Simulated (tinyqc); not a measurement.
Correction of a charged-defect supercell by a model charge and potential alignment (plane-averaged potentials). From one set of inputs to another, one input at a time. Computed by tinyqc, a small Python program. Command: `OMP_NUM_THREADS=1 python tinyqc.py 3110207 3110208 out.jsonl align ladder`. One thread of a shared host (Intel(R) Xeon(R) Processor @ 2.30GHz), about 0.02 s of CPU time with the checks.

The "true" defect charge is (1 - x) q in a Gaussian of width sigma plus x q in one of width sigma_t, so the exact answer is known; the correction sees only a single model Gaussian of width sigma_m. A Gaussian of width s has the transform rho(G) = exp(-G^2 s^2/2), normalised to 1. A uniform background cancels q, so G = 0 is left out. Potentials are those felt by a unit positive charge. E_0 is the formation energy of the isolated defect, E_cell its value in the supercell, E_lat = E_iso - E_per of the model charge, C the true less the model potential far from the defect; the exact correction is E_0 - E_cell, and the error of a scheme is E_cell plus its correction less E_0.

The inputs printed are set A. Inputs not listed in the table keep their values of set A, so the rows need not describe a real material.

Inputs (values chosen for the exercise, with screening close to that of Al2O3):
```
quantity                                     value      unit
defect charge q                                 -2         e
dielectric constant eps                       8.82         -
edge of the cubic cell L                      12.1  angstrom
width sigma of the true defect charge          0.9  angstrom
width sigma_m of the model charge             0.81  angstrom
share x of the charge in a wide tail             0         -
width sigma_t of the tail                      1.9  angstrom
formation energy of the isolated defect E_0    3.8        eV
```

Constants: e^2/(4 pi eps_0) = 14.39964548 eV angstrom.

Method:
- Periodic energy E_per = (2 pi q^2/(eps L^3)) (e^2/(4 pi eps_0)) sum_(G != 0) rho(G)^2/G^2, G = (2 pi/L)(n1, n2, n3), |n_i| <= 16. Isolated energy: two Gaussians of charges q_a, q_b and widths a, b interact by q_a q_b (e^2/(4 pi eps_0 eps)) sqrt(2/pi)/sqrt(a^2 + b^2), and the self-energy is half the sum over pairs.
- Supercell value E_cell = E_0 + E_per - E_iso for the true charge.
- E_lat = E_iso - E_per for the model charge; point-charge value alpha q^2 e^2/(4 pi eps_0 eps 2 L) with alpha = 2.837297.
- Plane-averaged potential at distance z from the defect: V(z) = (4 pi q/(eps L^3)) (e^2/(4 pi eps_0 e)) sum_(m != 0) rho(G_m) cos(G_m z)/G_m^2, G_m = 2 pi m/L, |m| <= 40.
- C = difference at z = L/2; E_corr = E_cell + E_lat - q C. For charges that have died out at L/2, C = (2 pi q/(eps L^3)) (e^2/(4 pi eps_0 e)) (<s^2> - sigma_m^2), <s^2> = (1 - x) sigma^2 + x sigma_t^2.

Each row keeps all changes above it:
```
input moved                                       from    to  exact correction (eV)  E_lat (eV)  error with the point-charge term alone (meV)
set A                                                -     -                 0.7469      0.7505                                         18.76
edge of the cubic cell L (angstrom)               12.1  15.2                 0.6000      0.6018                                          9.46
width sigma_m of the model charge (angstrom)      0.81   1.2                 0.6000      0.5927                                          9.46
width sigma_t of the tail (angstrom)               1.9   2.5                 0.6000      0.5927                                          9.46
dielectric constant eps                           8.82  9.26                 0.5715      0.5645                                          9.01
width sigma of the true defect charge (angstrom)   0.9   1.4                 0.5587      0.5645                                         21.81
```

Exact correction goes from 0.747 to 0.559, a factor 0.748 in all. The largest single move comes from edge of the cubic cell L (a factor 0.803). E_lat goes from 0.750 to 0.565, a factor 0.752 in all. The largest single move comes from edge of the cubic cell L (a factor 0.802). Error with the point-charge term alone goes from 18.8 to 21.8, a factor 1.16 in all. The largest single move comes from width sigma of the true defect charge (a factor 2.42), and edge of the cubic cell L works against it (a factor 0.504). The single moves hold for this order of the switches; the total does not depend on the order.

Extremes, crossings and ranges named in words are read from the listed rows.
